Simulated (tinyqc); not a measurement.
Errors against cell size: correction of a charged-defect supercell by a model charge and potential alignment (plane-averaged potentials). Computed by tinyqc, a small Python program. Command: `OMP_NUM_THREADS=1 python tinyqc.py 3110688 3110689 out.jsonl align walk`. One thread of a shared host (Intel(R) Xeon(R) Processor @ 2.30GHz), about 0.01 s of CPU time with the checks.

The "true" defect charge is (1 - x) q in a Gaussian of width sigma plus x q in one of width sigma_t, so the exact answer is known; the correction sees only a single model Gaussian of width sigma_m. A Gaussian of width s has the transform rho(G) = exp(-G^2 s^2/2), normalised to 1. A uniform background cancels q, so G = 0 is left out. Potentials are those felt by a unit positive charge. E_0 is the formation energy of the isolated defect, E_cell its value in the supercell, E_lat = E_iso - E_per of the model charge, C the true less the model potential far from the defect; the exact correction is E_0 - E_cell, and the error of a scheme is E_cell plus its correction less E_0.

Inputs (values chosen for the exercise, with screening close to that of SiO2):
```
quantity                               value      unit
defect charge q                            2         e
dielectric constant eps                 3.94         -
edge of the cubic cell L                  20  angstrom
width sigma of the true defect charge    1.5  angstrom
width sigma_m of the model charge        1.3  angstrom
share x of the charge in a wide tail    0.24         -
width sigma_t of the tail                2.5  angstrom
```

Constants: e^2/(4 pi eps_0) = 14.39964548 eV angstrom.

Method:
- Periodic energy E_per = (2 pi q^2/(eps L^3)) (e^2/(4 pi eps_0)) sum_(G != 0) rho(G)^2/G^2, G = (2 pi/L)(n1, n2, n3), |n_i| <= 16. Isolated energy: two Gaussians of charges q_a, q_b and widths a, b interact by q_a q_b (e^2/(4 pi eps_0 eps)) sqrt(2/pi)/sqrt(a^2 + b^2), and the self-energy is half the sum over pairs.
- Plane-averaged potential at distance z from the defect: V(z) = (4 pi q/(eps L^3)) (e^2/(4 pi eps_0 e)) sum_(m != 0) rho(G_m) cos(G_m z)/G_m^2, G_m = 2 pi m/L, |m| <= 40.
- Schemes: none; point-charge term alpha q^2 e^2/(4 pi eps_0 eps 2 L), alpha = 2.837297; E_lat of the model; E_lat - q C with C at z = L/2.

Error against E_0 (meV):
```
L (angstrom)     none  point charge  model charge  model and alignment
14            -1373.9        107.44        50.866              0.84132
17            -1159.9         60.01        28.418              0.06587
20            -1000.1         36.86        17.452              0.00394
24             -842.8         21.33        10.100              0.00006
```

Between the last two rows the uncorrected error scales as L^-0.94 and the point-charge remainder as L^-3.00. With alignment the error is +0.8 meV in the smallest cell and 0.00 meV in the largest.

Extremes, crossings and ranges named in words are read from the listed rows.
